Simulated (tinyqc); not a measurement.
## Donor binding, ionisation and the Mott limit: ionisation against doping

Hydrogenic donor: Ry = (m0 q^3/(8 eps0^2 h^2)) me/eps_r^2 in eV, E0 = cc Ry, radius a = q/(8 pi eps0 eps_r E0), Mott density Nm = (0.26/a)^3. Below Nm the level sinks as Ed = E0 [1 - (N/Nm)^(1/3)]. Neutrality: Nc F12(eta) = N/(1 + 2 exp(eta + Ed/kB T)), F12(x) = (2/sqrt(pi)) int_0^infinity sqrt(u)/(1 + exp(u - x)) du.

The neutrality equation is solved with F12 in each row.

Parameters, values chosen for the exercise; band and dielectric values close to those of silicon:
```
symbol    value   unit                                                  meaning
T           200      K                                              temperature
eps_r      11.6                                           relative permittivity
me        0.262     m0  mass in the hydrogenic formula, set independently of Nc
Nc      1.54e19  cm^-3               conduction-band density of states at 200 K
cc          1.1          ratio of the true binding energy to the hydrogenic one
```

Constants: q = 1.602176634e-19 C, kB = 1.380649e-23 J/K, eps0 = 8.8541878128e-12 F/m, h = 6.62607015e-34 J s, m0 = 9.1093837015e-31 kg, Vt = kB T/q. Results are converted to the units shown.

Result of one run:

| N (cm^-3) | N/Nm | Ed (meV) | ionised (%) | ionised with Ed = E0 (%) |
|---|---|---|---|---|
| 1.5e16 | 0.0082464 | 23.253 | 99.260 | 98.965 |

What becomes of these results when the donor density N is changed from 1.5e16 to 6.3e15 cm^-3, all else the same?

Result of the changed run:

| N (cm^-3) | N/Nm | Ed (meV) | ionised (%) | ionised with Ed = E0 (%) |
|---|---|---|---|---|
| 6.3e15 | 0.0034635 | 24.732 | 99.659 | 99.560 |

The whole series:

| N (cm^-3) | N/Nm | Ed (meV) | ionised (%) | ionised with Ed = E0 (%) |
|---|---|---|---|---|
| 1.1e15 | 6.0474e-4 | 26.676 | 99.933 | 99.923 |
| 2.7e15 | 0.0014844 | 25.816 | 99.844 | 99.811 |
| 6.3e15 | 0.0034635 | 24.732 | 99.659 | 99.560 |
| 1.5e16 | 0.0082464 | 23.253 | 99.260 | 98.965 |
| 3.6e16 | 0.019791 | 21.258 | 98.443 | 97.583 |
| 8.6e16 | 0.047280 | 18.603 | 96.907 | 94.572 |
| 2e17 | 0.10995 | 15.180 | 94.392 | 88.836 |
| 4.9e17 | 0.26938 | 10.320 | 90.432 | 78.527 |
| 1.2e18 | 0.65972 | 3.7727 | 85.486 | 64.360 |

The ionised share falls from 99.9 to 85.5 %, against 99.9 to 64.4 % for a fixed level: a higher density raises EF against the level, which fills more donors, while the sinking Ed works the other way.

Range of the model: A sharp level with degeneracy 2 overstates freeze-out near Nm, where the impurity band broadens and merges with the conduction band.

Numbers from tinyqc (`OMP_NUM_THREADS=1 python tinyqc.py 2330133 2330134 out.jsonl`; about 0.02 s on one thread of a shared Intel Xeon 2.30GHz).
